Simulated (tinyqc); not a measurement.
Adding atomic layers: valley splitting of a silicon quantum well in envelope theory.

The well lies at 0 < z < L; U(z) = V0 [1/(1 + exp(z/w)) + 1/(1 + exp((L - z)/w))] - e F z, 1 mV/nm = 1e-4 eV/angstrom. The envelope psi solves -(c/ml) psi'' + U psi = E psi, c = hbar^2/2m0, by three-point differences on a grid of 0.1 angstrom from -40 to L + 40 angstrom. The two valleys at +/- k0 couple through D = C0 times the integral of exp(-i q z) U(z) psi^2, q = 2 k0 (2 pi/a), and split by Ev = 2|D|.

Constants: hbar^2/2m0 = 3.80998211 eV angstrom^2.

Inputs chosen for the exercise (near those of a strained Si well in SiGe; shifted at random, so the results belong to these values and not to a real crystal):
- V0 = 0.19 eV (conduction offset)
- ml = 0.934 m0 (mass along z)
- F = 9.6 mV/nm (field pressing towards the upper interface)
- k0 = 0.843 2 pi/a (valley position)
- a = 5.431 angstrom (lattice constant)
- C0 = 0.254 (Bloch overlap factor)
- Ls = (74, 75.4, 76.7, 78.1, 79.4, 80.8, 82.1, 83.5) angstrom (widths in steps of one atomic layer, a/4, rounded to the grid)
- F2 = 0 mV/nm (second field, zero or weak)
- w1 = 0.5 angstrom (interface width for this table)

The smooth splitting Ev = 2|D| with w = w1, at the field F2 and at F.

Results:

| L (angstrom) | q L mod 2 pi | Ev at F2 (micro-eV) | Ev at F (micro-eV) |
|---|---|---|---|
| 74.0 | 6.11 | 14.0 | 72.5 |
| 75.4 | 2.56 | 11.7 | 72.5 |
| 76.7 | 5.09 | 17.9 | 72.6 |
| 78.1 | 1.54 | 2.18 | 72.4 |
| 79.4 | 4.08 | 16.9 | 72.5 |
| 80.8 | 0.53 | 6.22 | 72.5 |
| 82.1 | 3.06 | 12.1 | 72.5 |
| 83.5 | 5.79 | 11.8 | 72.5 |

How do the results move, and what explains it?

At F2 the splitting swings between 2.18 and 17.9 micro-eV, a ratio of 8.22, as the two interfaces add with the phase q L, which advances on average by 2.65 rad a layer. At F the ratio is 1.00, where in the first row psi^2 at the upper interface is 495 times that at the lower one: one interface dominates and the interference fades.

tinyqc: `OMP_NUM_THREADS=1 python tinyqc.py 1250604 1250605 out.jsonl`; about 0.09 s, one thread, shared Intel(R) Xeon(R) Processor @ 2.30GHz.
